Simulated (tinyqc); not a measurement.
p-n diode, drift-diffusion by the Gummel loop with Scharfetter-Gummel fluxes: two steps of the calculation.

Abrupt junction at x = 0, p side from -Lp, n side to Ln, ohmic contacts. psi is counted from the intrinsic level; n = ni exp((psi - phin)/Vt), p = ni exp((phip - psi)/Vt). Contacts: p side psi = V - Vt ln(Na/ni), p = Na, n = ni^2/Na; n side psi = Vt ln(Nd/ni), n = Nd, p = ni^2/Nd. Constant mobilities, D = mu Vt, Boltzmann statistics, SRH recombination through a mid-gap level, U = (n p - ni^2)/(tp (n + ni) + tn (p + ni)). Current is positive from the p contact to the n contact.

Values chosen for this exercise; band and dielectric values close to those of silicon:
```
symbol,value,unit,meaning
T,300,K,temperature
eps_r,11.5,,relative permittivity
Na,1.7e16,cm^-3,acceptor density of the p side
Nd,4.2e16,cm^-3,donor density of the n side
mun,840,cm^2/(V s),electron mobility
mup,350,cm^2/(V s),hole mobility
tn,1e-9,s,SRH lifetime of electrons
tp,2e-10,s,SRH lifetime of holes
G,0,cm^-3 s^-1,uniform generation rate
V,0.46,V,bias of the p contact
```

Constants: q = 1.602176634e-19 C, kB = 1.380649e-23 J/K, Vt = kB T/q, eps0 = 8.8541878128e-14 F/cm where lengths are in cm. Results are converted to the units shown.

Problem 1. Poisson equation. With phin and phip held, solve a_i (psi_(i+1) - psi_i) - a_(i-1) (psi_i - psi_(i-1)) + q w_i (p_i - n_i + C_i) = 0 for the inner nodes by Newton steps to convergence; a_i = eps0 eps_r/h_i, h_i = x_(i+1) - x_i, w_i = (h_(i-1) + h_i)/2, C = -Na or +Nd.

| node | x (nm) | phin at the start (V) | phip at the start (V) |
|---|---|---|---|
| 0 | -740 | 0.46 | 0.46 |
| 1 | -493 | 0 | 0.46 |
| 2 | -315 | 0 | 0.46 |
| 3 | -186 | 0 | 0.46 |
| 4 | -92.2 | 0 | 0.46 |
| 5 | -24.5 | 0 | 0.46 |
| 6 | 24.5 | 0 | 0.46 |
| 7 | 112 | 0 | 0.46 |
| 8 | 266 | 0 | 0.46 |
| 9 | 542 | 0 | 0.46 |
| 10 | 1030 | 0 | 0.46 |
| 11 | 1900 | 0 | 0 |

ni = 1.0675547e10 cm^-3

Find: psi; n after Poisson; p after Poisson.

Solution 1.

| node | psi (V) | n after Poisson (cm^-3) | p after Poisson (cm^-3) |
|---|---|---|---|
| 0 | 0.0908 | 6704 | 1.700e16 |
| 1 | 0.0908 | 3.581e11 | 1.700e16 |
| 2 | 0.0909 | 3.593e11 | 1.694e16 |
| 3 | 0.0928 | 3.859e11 | 1.577e16 |
| 4 | 0.1143 | 8.876e11 | 6.859e15 |
| 5 | 0.2171 | 4.730e13 | 1.287e14 |
| 6 | 0.3676 | 1.597e16 | 3.813e11 |
| 7 | 0.3917 | 4.058e16 | 1.500e11 |
| 8 | 0.3926 | 4.198e16 | 1.450e11 |
| 9 | 0.3926 | 4.200e16 | 1.449e11 |
| 10 | 0.3926 | 4.200e16 | 1.449e11 |
| 11 | 0.3926 | 4.200e16 | 2714 |

Problem 2. Recombination and current. U_i as defined. J = Jn at the p contact + Jp at the n contact + q sum w_i U_i - q G sum w_i over the inner nodes, which avoids differences of large majority fluxes: Jn = (q mun Vt/h_0)[n_1 B(d_0) - n_0 B(-d_0)], Jp = (q mup Vt/h_last)[p_(N-1) B(d_last) - p_N B(-d_last)], d_i = (psi_(i+1) - psi_i)/Vt, B(d) = d/(exp(d) - 1), w_i = (h_(i-1) + h_i)/2.

| node | x (nm) | converged psi (V) | converged n (cm^-3) | converged p (cm^-3) |
|---|---|---|---|---|
| 0 | -740 | 0.09081359 | 6703.9595 | 1.7e16 |
| 1 | -493 | 0.09081419 | 1.3996197e11 | 1.6998733e16 |
| 2 | -315 | 0.09089838 | 2.4388686e11 | 1.6942848e16 |
| 3 | -186 | 0.09274770 | 3.4188402e11 | 1.5772746e16 |
| 4 | -92.2 | 0.11427641 | 8.7626910e11 | 6.8584693e15 |
| 5 | -24.5 | 0.21705882 | 4.7275565e13 | 1.2863859e14 |
| 6 | 24.5 | 0.36756510 | 1.5965112e16 | 3.7698381e11 |
| 7 | 112 | 0.39168119 | 4.0579569e16 | 1.2886495e11 |
| 8 | 266 | 0.39256017 | 4.1983320e16 | 8.5810535e10 |
| 9 | 542 | 0.39257009 | 4.1999981e16 | 4.3294447e10 |
| 10 | 1030 | 0.39256951 | 4.2000013e16 | 1.2764017e10 |
| 11 | 1900 | 0.39256842 | 4.2e16 | 2713.5074 |

ni = 1.0675547e10 cm^-3

Give: U; Jn at the p contact; Jp at the n contact; recombination; generation; J.

Solution 2.

| node | U (cm^-3 s^-1) |
|---|---|
| 0 | 0 |
| 1 | 1.400e20 |
| 2 | 2.439e20 |
| 3 | 3.419e20 |
| 4 | 8.762e20 |
| 5 | 4.403e22 |
| 6 | 1.885e21 |
| 7 | 6.443e20 |
| 8 | 4.290e20 |
| 9 | 2.165e20 |
| 10 | 6.382e19 |
| 11 | 0 |

Jn at the p contact = 0.01971 A/cm^2
Jp at the n contact = 2.127e-4 A/cm^2
recombination = 0.05079 A/cm^2
generation = 0 A/cm^2
J = 0.07072 A/cm^2

tinyqc, about 0.1 s, one thread, Intel Xeon 2.30GHz (shared host): `OMP_NUM_THREADS=1 python tinyqc.py 2240026 2240027 out.jsonl`
